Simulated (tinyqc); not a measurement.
MOSFET in saturation, small-signal circuit and noise: two steps of the calculation.

Bias by the inversion coefficient IC = I/Ispec (charge-based model with velocity saturation; weak inversion below 0.1, strong above 10). Common-source circuit: gm, gds, Cgs, Cgd and Cj at the inner nodes, Rg in series with the gate; quasi-static, no source or drain resistance, no gate-body capacitance, no substrate network, no induced gate noise, so fmax is an upper estimate.

Values chosen for this exercise:
```
symbol,value,unit,meaning
T,350,K,temperature
L,350,nm,gate length
W,40,um,total gate width
Cox,1.62,uF/cm^2,gate capacitance
mu,440,cm^2/(V s),mobility
n,1.16,,slope factor
Ls,25,nm,velocity-saturation length
sg,0.006,,ratio gds/gm
IC,6.1,,inversion coefficient
gw,0.08,,short-channel excess of the noise factor
Nt,1.1e17,cm^-3 eV^-1,oxide trap density
lt,0.1,nm,tunnelling length into the oxide
ac,3000,V s/C,Coulomb scattering coefficient
```

Constants: q = 1.602176634e-19 C, kB = 1.380649e-23 J/K, Vt = kB T/q. Results are converted to the units shown.

Question 1. Current, transconductance and gain. Ispec = 2 n mu Cox (W/L) Vt^2, lc = Ls/L, gms = [sqrt((lc IC + 1)^2 + 4 IC) - 1]/[2 + lc (lc IC + 1)], gm = gms Ispec/(n Vt), gds = sg gm.

Wanted: Ispec; I; gms; gm; gds; gm/I.

Answer 1.

Ispec = 171.9 uA
I = 1049 uA
gms = 1.971
gm = 9.685 mS
gds = 0.05811 mS
gm/I = 9.235 1/V

Question 2. Noise at the gate. Channel noise Sid = 4 kB T gam n gm with gam = (1/2 + (2/3) qs)/(1 + qs) + gw lc IC, qs = [sqrt(1 + 4 IC) - 1]/2, lc = Ls/L (the last term an empirical rise with velocity saturation); at the gate, white noise Sw = Sid/gm^2 + 4 kB T Rg. Number fluctuation with correlated mobility: S(f) = K/f, K = q^2 Vt lt Nt/(W L Cox^2) (1 + ac mu Cox I/gm)^2, Vt in eV with Nt per eV. Corner fc = K/Sw. Full shot noise would be 2 q I.

I = 1048.7195 uA
gm = 9.6852150 mS
Rg = 7.5074405 ohm

Give: gam; Sid; Sid/(2 q I); sqrt(Sw); K; fc.

Answer 2.

gam = 0.6463
Sid = 1.404e-22 A^2/Hz
Sid/(2 q I) = 0.4177
sqrt(Sw) = 1.281 nV/Hz^0.5
K = 3.516e-12 V^2
fc = 2.142 MHz

The gate resistance gives 8.8 % of the white noise power.

Program tinyqc, `OMP_NUM_THREADS=1 python tinyqc.py 2150108 2150109 out.jsonl`; Intel Xeon 2.30GHz, shared host, one thread, about 0.01 s.
